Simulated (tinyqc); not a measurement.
Inside a calculation. Method: Hubbard chain of 5 sites. Computed by tinyqc, a small Python program that keeps every step. Settings: hopping = 1.74, U = 5.7, mixing = 1, iteration cap = 62. Command: `OMP_NUM_THREADS=1 python tinyqc.py 23173 23174 out.jsonl` (the two numbers bound the seeds that draw the settings). One thread of a shared host (Intel(R) Xeon(R) Processor @ 2.60GHz), about 0.2 s of CPU time with the checks. Later iterations appear only in the table of the cycle.

## Mean-field iteration 1

one-body matrix (hopping and site energies) (eV), order 1, 2, 3, 4, 5:
$$\begin{pmatrix}
0.00000 & -1.74000 & 0.00000 & 0.00000 & 0.00000 \\
-1.74000 & 0.00000 & -1.74000 & 0.00000 & 0.00000 \\
0.00000 & -1.74000 & 0.00000 & -1.74000 & 0.00000 \\
0.00000 & 0.00000 & -1.74000 & 0.00000 & -1.74000 \\
0.00000 & 0.00000 & 0.00000 & -1.74000 & 0.00000
\end{pmatrix}$$

U = 5.70000 eV

electrons, up and down: [3, 3]

mixing = 1

n(up) at the start (a guess, not normalised): 1 0.65000, 2 0.55000, 3 0.65000, 4 0.55000, 5 0.65000

n(down) at the start (a guess): 1 0.55000, 2 0.65000, 3 0.55000, 4 0.65000, 5 0.55000

H(up) = T + U n(down), H(down) = T + U n(up); fill the lowest levels; n(new) = n + mixing (n(out) - n); E = tr T (rho up + rho down) + U sum n_up n_down of the output.

levels, up (eV): [0.39279, 1.65681, 3.13500, 5.18319, 6.44721]

levels, down (eV): [0.39279, 1.65681, 3.70500, 5.18319, 6.44721]

energy = 0.93622 eV

n(up) after iteration 1: 1 0.71492, 2 0.43605, 3 0.69805, 4 0.43605, 5 0.71492

n(down) after iteration 1: 1 0.61841, 2 0.56395, 3 0.63528, 4 0.56395, 5 0.61841

## Mean-field iteration 2

As before.

levels, up (eV): [0.38189, 1.62281, 3.55693, 5.11663, 6.42174]

levels, down (eV): [0.13924, 1.36736, 4.04264, 5.19320, 6.35756]

energy = 0.93742 eV

n(up) after iteration 2: 1 0.64320, 2 0.53778, 3 0.63803, 4 0.53778, 5 0.64320

n(down) after iteration 2: 1 0.53654, 2 0.66528, 3 0.59636, 4 0.66528, 5 0.53654

## Mean-field iteration 3

As before.

levels, up (eV): [0.50920, 1.64692, 3.17370, 5.20346, 6.56673]

levels, down (eV): [0.32820, 1.60005, 3.65642, 5.13155, 6.38377]

energy = 0.94665 eV

n(up) after iteration 3: 1 0.73509, 2 0.42807, 3 0.67368, 4 0.42807, 5 0.73509

n(down) after iteration 3: 1 0.61481, 2 0.56654, 3 0.63730, 4 0.56654, 5 0.61481

## Convergence

Each step fills the lowest levels of T + U n(other spin) and sets n(new) = n + mixing (n(out) - n); stop when output and input agree to 1e-8.

Course of the cycle:
```
iteration     E (eV)  largest |n(out) - n(in)|  mean |n_up - n_down|
1          0.9362220                  1.14e-01               0.10231
2          0.9374206                  1.02e-01               0.10200
3          0.9466477                  1.10e-01               0.11078
4          0.9547097                  1.08e-01               0.11174
5          0.9672650                  1.17e-01               0.12192
6          0.9822232                  1.25e-01               0.13374
7          0.9942041                  1.25e-01               0.13767
8          1.0159940                  1.47e-01               0.16076
9          1.0227111                  1.40e-01               0.15938
10         1.0501295                  1.68e-01               0.18874
11         1.0466967                  1.59e-01               0.18102
...              ...                       ...                   ...
52         0.7617611                  3.82e-04               0.42990
53         0.7617608                  2.28e-04               0.42986
54         0.7617607                  2.30e-04               0.42996
55         0.7617606                  1.38e-04               0.42993
56         0.7617605                  1.39e-04               0.42999
57         0.7617605                  8.30e-05               0.42998
58         0.7617605                  8.37e-05               0.43001
59         0.7617605                  5.00e-05               0.43000
60         0.7617605                  5.04e-05               0.43003
61         0.7617605                  3.01e-05               0.43002
62         0.7617605                  3.04e-05               0.43003
```

Not converged within 62 iterations: the residual falls in a zigzag, on average by a factor of about 0.78 a step. The lowest mean-field energy found from random starts is 0.45783 eV. Reruns (cap 100 unless said): mixing 0.2: not converged; mixing 0.5: not converged; mixing 0.9: converged in 86 to a higher stationary point (E = 0.76176); the original settings with a cap of 400: converged in 93 to a higher stationary point (E = 0.76176).

## Exact diagonalisation (100 states)

Lowest levels of the sector, and the double occupancy of the lowest state.

lowest levels (eV): [-0.64295, 0.24179, 1.15336, 1.17845, 1.58321, 1.92534]

double occupancy per site = 0.26770

## The lowest level by Lanczos steps

From a random start vector (not printed): a_j = <q_j|H|q_j>, b_j = norm of the remainder after orthogonalising; the Ritz value is the lowest eigenvalue of the tridiagonal matrix of a and b so far.

Lanczos:
```
j   a_j (eV)  b_j (eV)  lowest Ritz value (eV)
1    7.35318   6.60795               7.3531774
2    9.39379   5.51459               1.6872260
3    9.94392   5.21097               0.1854982
4   10.59789   6.06876              -0.2724084
5   11.19554   5.87727              -0.4975906
6   12.28215   4.99516              -0.6006532
7   12.18589   5.44914              -0.6282962
8   10.21731   4.75634              -0.6384132
9   11.52982   5.03044              -0.6414864
10  10.76699   5.24420              -0.6424426
```
